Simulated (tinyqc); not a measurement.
From results back to parameters: band offset of a heterojunction with an interface dipole (two-band chains, self-consistent charge). Three cases, with inputs chosen for the exercise.

Problem. D0 is the offset of the mid-gaps without dipole, chi the charge moved per eV of offset and u the potential step per electron moved. In linear response the valence offset is S D0 - (G2 - G1)/2 with S = 1/(1 + u chi/2). Two interfaces between the same crystals differ in D0 by a known amount, as from a layer of fixed dipoles; their offsets come from hidden S and D0.

Find: S; D0 of the first; u.

Method. S is the change of the offset over the change of D0; then D0 = (offset + (G2 - G1)/2)/S and u = 2 (1/S - 1)/chi.

Case 1.

Values chosen (out of a larger set: gaps near those of Si and Ge; the chains and D0 are free models, so the offsets are not those of the real pair; not measured data): G1 = 1.13 eV (gap on the left); G2 = 0.72 eV (gap on the right).

chi = 0.57825 1/eV

valence offsets (eV): first 0.03840, second 0.31280

D0(second) - D0(first) = 0.56 eV

Solution.

S = 0.490
D0 of the first = -0.34 eV
u = 3.6 eV

Case 2.

Values chosen (out of a larger set: gaps near those of Si and HfO2; the chains and D0 are free models, so the offsets are not those of the real pair; not measured data): G1 = 1.15 eV (gap on the left); G2 = 5.65 eV (gap on the right).

chi = 0.14940 1/eV

valence offsets (eV): first -2.78130, second -1.69560

D0(second) - D0(first) = 1.41 eV

Solution.

S = 0.770
D0 of the first = -0.69 eV
u = 4.0 eV

Case 3.

Values chosen (out of a larger set: gaps near those of SiC and SiO2; the chains and D0 are free models, so the offsets are not those of the real pair; not measured data): G1 = 3.06 eV (gap on the left); G2 = 9.18 eV (gap on the right).

chi = 0.04856 1/eV

valence offsets (eV): first -3.64520, second -2.77576

D0(second) - D0(first) = 1.04 eV

Solution.

S = 0.836
D0 of the first = -0.70 eV
u = 8.1 eV

Computed by tinyqc, one run a case: `OMP_NUM_THREADS=1 python tinyqc.py N N+1 out.jsonl` with N = 1451902, 1451938, 1451959; one thread of a shared Intel(R) Xeon(R) Processor @ 2.30GHz, about 0.4 s a run at most.
